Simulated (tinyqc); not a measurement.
MOS inversion layer, Poisson-Schroedinger loop: one step of the calculation.

Electrons confined at an insulator interface at z = 0, treated as a hard wall; parabolic valleys, Hartree approximation, no image or exchange terms. The depletion charge lies far deeper than the electrons and gives a uniform field q Nd/(eps0 eps_r); the gate balances all charge. Energies are counted from the band edge at the interface.

Problem. Levels and probability densities. Tridiagonal Hamiltonian with psi = 0 one step beyond both ends: H_ii = C (1/m_(i-1/2) + 1/m_(i+1/2))/hz^2 + V0_i + U_i, H_(i,i+1) = -C/(m_(i+1/2) hz^2), C = hbar^2/(2 m0). The lowest 2 level(s) are kept, normalised to hz sum |psi|^2 = 1. The mass is the same on all intervals.

Values chosen for this exercise: mass along z of valley set A (4 valley(s)) mz1 = 0.121 m0; mesh step hz = 2.7 nm.

Constants: q = 1.602176634e-19 C, hbar = 1.054571817e-34 J s, m0 = 9.1093837015e-31 kg, hbar^2/(2 m0) = 0.0380998212 eV nm^2. Results are converted to the units shown.

```
node  fixed potential V0 (eV)  U after round 1 (eV)
1                  0.00753964           0.019603056
2                  0.01507927           0.036317177
3                  0.02261891           0.048082768
4                  0.03015855           0.056175227
5                  0.03769818           0.061520932
6                  0.04523782           0.064476681
7                  0.05277746           0.065760770
8                  0.06031709           0.066199087
9                  0.06785673           0.066318988
10                 0.07539637           0.066345858
11                 0.08293600           0.066350889
12                 0.09047564           0.066351689
13                 0.09801528           0.066351799
14                 0.10555491           0.066351812
15                 0.11309455           0.066351813
16                 0.12063419           0.066351813
```

Find: levels; |psi|^2 of A1; |psi|^2 of A2.

Solution.

levels (eV): A1 0.0685, A2 0.1057

```
node  |psi|^2 of A1 (1/nm)  |psi|^2 of A2 (1/nm)
1                   0.1380                0.0761
2                   0.1502                0.0025
3                   0.0627                0.0571
4                   0.0159                0.1114
5                   0.0029                0.0775
6                   0.0004                0.0328
7                   0.0001                0.0101
8                   0.0000                0.0024
9                   0.0000                0.0005
10                  0.0000                0.0001
11                  0.0000                0.0000
12                  0.0000                0.0000
13                  0.0000                0.0000
14                  0.0000                0.0000
15                  0.0000                0.0000
16                  0.0000                0.0000
```

Program tinyqc, `OMP_NUM_THREADS=1 python tinyqc.py 2160166 2160167 out.jsonl`; Intel Xeon 2.30GHz, shared host, one thread, about 0.5 s.
